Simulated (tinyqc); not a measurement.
# p-n heterojunction, non-linear Poisson equation by Newton steps, Fermi-Dirac statistics, step by step

Numbers from tinyqc (`OMP_NUM_THREADS=1 python tinyqc.py 2040160 2040161 out.jsonl`; about 0.2 s on one thread of a shared Intel Xeon 2.30GHz). Printed values are rounded.

One dimension, material 1 (p-type) at x < 0 and material 2 (n-type) at x > 0. Band edges: Ec = -psi in material 1 and -psi + dEc in material 2, Ev = Ec - Eg. Flat quasi-Fermi levels: 0 for holes, +V for electrons. n = Nc F((EFn - Ec)/Vt), p = Nv F((Ev - EFp)/Vt), with F(eta) = F_1/2(eta) = (2/sqrt(pi)) int_0^infinity sqrt(u) du/(1 + exp(u - eta)) (Fermi-Dirac statistics); full ionisation, no interface charge, classical densities; the doping types are chosen for the exercise.

Inputs (values chosen for the exercise); band and dielectric values close to those of InP and In0.53Ga0.47As:
```
symbol    value   unit                                          meaning
T           350      K                                      temperature
Eg1        1.33     eV                           band gap of material 1
er1        12.3                     relative permittivity of material 1
Nc1     7.17e17  cm^-3  conduction-band density of states of material 1
Nv1     1.41e19  cm^-3     valence-band density of states of material 1
Eg2       0.739     eV                           band gap of material 2
er2        13.7                     relative permittivity of material 2
Nc2     2.63e17  cm^-3  conduction-band density of states of material 2
Nv2     9.56e18  cm^-3     valence-band density of states of material 2
dEc       -0.26     eV                 conduction-band offset Ec2 - Ec1
N1       8.2e15  cm^-3                   acceptor density of material 1
N2       1.2e16  cm^-3                      donor density of material 2
V             0      V                    bias of side 1 against side 2
```

Constants: q = 1.602176634e-19 C, kB = 1.380649e-23 J/K, Vt = kB T/q, eps0 = 8.8541878128e-14 F/cm where lengths are in cm. Results are converted to the units shown.

## Offsets and end potentials

dEv = Ev1 - Ev2 = Eg2 - Eg1 - dEc. Neutrality of the majority carriers far from the junction: Nv1 F((-psi_L - Eg1)/Vt) = N1 and Nc2 F((V + psi_R - dEc)/Vt) = N2. Total bending psi_R - psi_L.

dEv = -0.331 eV
psi_L = -1.105315 V
psi_R = -0.3526272 V
psi_R - psi_L = 0.7526882 V

The alignment is straddling (type I): dEc and dEv have the same sign.

## Permittivity of the intervals

x, node 0 to 10 (nm): -764  -547  -374  -235  -124  -35.5  35.5  127  245  398  594

er1 or er2; the interface lies midway in its interval, which gets the series value 2 er1 er2/(er1 + er2).

eps_r, interval 0 to 9: 12.3  12.3  12.3  12.3  12.3  12.96231  13.7  13.7  13.7  13.7

## Couplings between neighbouring nodes

a_i = eps0 eps_r/h_i for the interval from node i to i + 1, with h_i = x_(i+1) - x_i in cm.

coupling a_i, interval 0 to 9 (F/cm^2): 5.018733e-8  6.295174e-8  7.835001e-8  9.811397e-8  1.230582e-7  1.616489e-7  1.325709e-7  1.027986e-7  7.928260e-8  6.188897e-8

## Starting potential

material, node 0 to 10: 1  1  1  1  1  1  2  2  2  2  2

psi_L + (psi_R - psi_L)(1 + tanh(x/s))/2 on the inner nodes with s = 110 nm, psi_L and psi_R on the ends.

psi at the start, node 0 to 10 (V): -1.105315  -1.105279  -1.104478  -1.094964  -1.033842  -0.846380  -0.611563  -0.420650  -0.361277  -0.353169  -0.352627

## Iteration 1: densities, residual and Jacobian diagonal

n_i = Nc F(a_n), a_n = (V - Ec_i)/Vt; p_i = Nv F(a_p), a_p = (Ec_i - Eg)/Vt; rho_i = p_i - n_i + C_i with C = -N1 or +N2; g_i = (Nc F'(a_n) + Nv F'(a_p))/Vt with F' = F_-1/2(eta) = (1/sqrt(pi)) int_0^infinity u^(-1/2) du/(1 + exp(u - eta)). Box widths w_i = (h_(i-1) + h_i)/2 in cm. Residual F_i = a_i (psi_(i+1) - psi_i) - a_(i-1) (psi_i - psi_(i-1)) + q rho_i w_i; Jacobian: a_(i-1) and a_i beside the diagonal, b_i = -a_(i-1) - a_i - q g_i w_i on it. The two end nodes are fixed.

```
node    n (cm^-3)    p (cm^-3)
0        87.03181       8.2e15
1        87.13600  8.190197e15
2        89.48205  7.975508e15
3        122.6662  5.818258e15
4        930.7993  7.668612e14
5      4.657878e5  1.532474e12
6     2.278617e12  2.521210e13
7     1.276308e15  4.493464e10
8     9.043826e15   6.275557e9
9     1.178981e16   4.796190e9
10         1.2e16   4.710850e9
```

```
node  residual F (C/cm^2)  diagonal b (F/cm^2)
1            1.800540e-11         -9.613605e-7
2            1.338486e-10         -8.020950e-7
3            4.816613e-10         -5.627501e-7
4             5.192280e-9         -2.618063e-7
5             4.413673e-9         -2.847720e-7
6             3.002733e-9         -2.954063e-7
7            -1.208663e-9         -3.062701e-7
8            9.571422e-10         -8.252399e-7
9           -2.167336e-11         -1.217020e-6
```

## Iteration 1: Newton step

Solve the tridiagonal system a_(i-1) d_(i-1) + b_i d_i + a_i d_(i+1) = -F_i for nodes 1 to 9, with d = 0 on fixed nodes. Each component d is damped to sign(d) Vt ln(1 + |d|/Vt) before it is added.

Newton step d, before damping, node 1 to 9 (V): 0.00010506  0.00131843  0.01170445  0.06117089  0.07861543  0.06462291  0.02548965  0.00436062  0.00026626
psi after iteration 1, node 0 to 10 (V): -1.105315  -1.105174  -1.103188  -1.085074  -1.000425  -0.807691  -0.577027  -0.402175  -0.357204  -0.352904  -0.352627

## Course of the Newton iteration

Stop when the largest undamped |d| is below 1e-9 V, or after 80 iterations.

Course of the iteration:
```
iteration  largest |F| (C/cm^2)  largest |d| (V)  at node
1                       5.19e-9           0.0786        5
2                       3.09e-9           0.0458        5
3                       1.76e-9           0.0192        5
4                      6.02e-10          4.46e-3        5
5                      5.89e-11          3.03e-4        5
6                      3.75e-13          1.52e-6        5
7                      1.06e-17         3.85e-11        5
```

Converged in 7 iterations. Once the step is below 0.1 Vt, 2 more iteration(s) reach the threshold: near the solution the error is roughly squared each time.

## Band edges, densities and displacement

converged psi, node 0 to 10 (V): -1.105315  -1.105140  -1.102638  -1.078413  -0.960298  -0.760499  -0.543584  -0.396736  -0.357321  -0.352930  -0.352627

Ec, Ev, n and p as defined; D = a_k (psi_(k+1) - psi_k) on the interval that holds the interface.

```
node   Ec (eV)     Ev (eV)    n (cm^-3)    p (cm^-3)
0     1.105315  -0.2246846     87.03181       8.2e15
1     1.105140  -0.2248602     87.53993  8.152413e15
2     1.102638  -0.2273619     95.11056  7.503618e15
3     1.078413  -0.2515867     212.3497  3.361190e15
4     0.960298  -0.3697025     10662.12  6.694790e13
5     0.760499  -0.5695007   8.031779e6  8.887291e10
6     0.283584  -0.4554162  2.170279e13  2.646999e12
7     0.136736  -0.6022638  2.814477e15  2.033487e10
8     0.097321  -0.6416787  1.029401e16   5.504155e9
9     0.092930  -0.6460704  1.188216e16   4.758322e9
10    0.092627  -0.6463728       1.2e16   4.710850e9
```

D = 35.06414 nC/cm^2

## Check against the first integral

Exact first integral: on each side D^2/(2 eps0 er) = G, G = q [Vt (nI_j - nI_b) + Vt (pI_j - pI_b) - C (psi_j - psi_b)], with C = -N1 or +N2, b the neutral end of that side, and nI, pI the densities with F_1/2 replaced by F_3/2(eta) = (4/(3 sqrt(pi))) int_0^infinity u^(3/2) du/(1 + exp(u - eta)). D is continuous, so er1 G1(psi_j) = er2 G2(psi_j) fixes psi_j. Ends from Nv1 F((-psi_L - Eg1)/Vt) = N1 and Nc2 F((V + psi_R - dEc)/Vt) = N2. D is counted positive when psi rises towards material 2.

psi_j = -0.6460720 V
D = 35.04072 nC/cm^2
psi_j - psi_L = 0.4592433 V
psi_R - psi_j = 0.2934448 V
Ec1 - EFn at the interface = 0.6460720 eV
Ec2 - EFn at the interface = 0.3860720 eV

Material 1 takes 61.0 % of the bending. The 11-node mesh gave D = 35.06 nC/cm^2, 0.067 % above the exact value in size.
